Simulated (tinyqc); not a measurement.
Inside a calculation. Method: extended Hueckel theory, for H4. One step of it, computed by the program tinyqc.

Task: Mulliken analysis. P = C n C^T; charge = valence electrons (H 1) minus the sum of (P S)_ii on the atom; overlap population = 2 sum P_ij S_ij between two atoms.

coefficients:
```
            MO1        MO2        MO3        MO4
1H 1s  0.319154   0.492631   0.812586  -0.779889
2H 1s  0.400342   0.359775  -0.647795   1.067883
3H 1s  0.400342  -0.359775  -0.647795  -1.067883
4H 1s  0.319154  -0.492631   0.812586   0.779889
```

occupations: 2.000000  2.000000  0.000000  0.000000

overlap S, lower triangle:
```
          1H 1s     2H 1s     3H 1s     4H 1s
1H 1s  1.000000
2H 1s  0.603910  1.000000
3H 1s  0.100147  0.346152  1.000000
4H 1s  0.024267  0.100147  0.603910  1.000000
```

Give: charges; Overlap populations.

Result:

charges: 1H -0.0407, 2H 0.0407, 3H 0.0407, 4H -0.0407

Overlap populations:
```
pair      value
2-1    0.736788
3-1   -0.019815
3-2    0.042696
4-1   -0.013670
4-2   -0.019815
4-3    0.736788
```
